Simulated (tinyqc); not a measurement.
From oxide thickness x back to temperature T: Deal-Grove kinetics of thermal oxidation of silicon. Computed by tinyqc, a small Python program. Command: `OMP_NUM_THREADS=1 python tinyqc.py 3028474 3028475 out.jsonl oxide inv`. One thread of a shared host (Intel(R) Xeon(R) Processor @ 2.30GHz), about 0.4 s of CPU time with the checks.

Oxidant diffuses through the oxide and reacts at the interface, so that dx/dt = B/(A + 2x) for the oxide thickness x.

Inputs (values chosen for the exercise, close to those used for silicon):
```
quantity                       value    unit
prefactor B0                     356  um^2/h
activation energy E_B          0.778      eV
prefactor (B/A)0            1.73e+08    um/h
activation energy E_A           2.06      eV
oxidant pressure p               0.1     atm
pressure exponent m of B/A         1       -
initial oxide x_i               0.05      um
time t                           0.4       h
```

Ambient: steam. Surface: (111).

Constants: k_B = 8.617333262e-05 eV/K.

Method:
- B = B0 p exp(-E_B/(k_B T)), B/A = (B/A)0 p^m exp(-E_A/(k_B T)), p in atm; A = B/(B/A).
- Temperatures in kelvin are T(C) + 273.15.
- tau = (x_i^2 + A x_i)/B and x = (A/2) [sqrt(1 + 4 B (t + tau)/A^2) - 1], the root of x^2 + A x = B (t + tau).
- Silicon consumed is 0.44 times the oxide grown; the rate is B/(A + 2x).

Question. A run gave the result below. Find the temperature T, known to lie between 740 and 960 C.

oxide thickness x = 0.05133296 um

Answer.

Each step takes the trial c = (a f_b - b f_a)/(f_b - f_a), f being the result less the target and a, b, c the logarithms of the listed values; c replaces end b, the old b replaces a if the sign of f changed, and otherwise f_a is halved.

Scan of the range:
```
temperature T (C)  oxide thickness x (um)
740                             0.0503838
773                             0.0507984
807                             0.0516096
843                             0.0531951
880                             0.0560875
919                             0.0612276
960                             0.0697462
```

False position (Illinois rule, in the logarithm of the input) inside the bracket:
```
step    end a    end b    trial  oxide thickness x (um)
1     773.000  807.000  795.241               0.0512706
2     807.000  795.241  797.393               0.0513274
3     807.000  797.393  797.764               0.0513374
4     797.393  797.764  797.600               0.0513330
5     797.764  797.600  797.600               0.0513330
```

Oxide thickness x rises at every point of a 13-point scan of the range (every second point is shown), so one value fits; it is bracketed by 773 and 807. Answer: temperature T = 797.6 C.
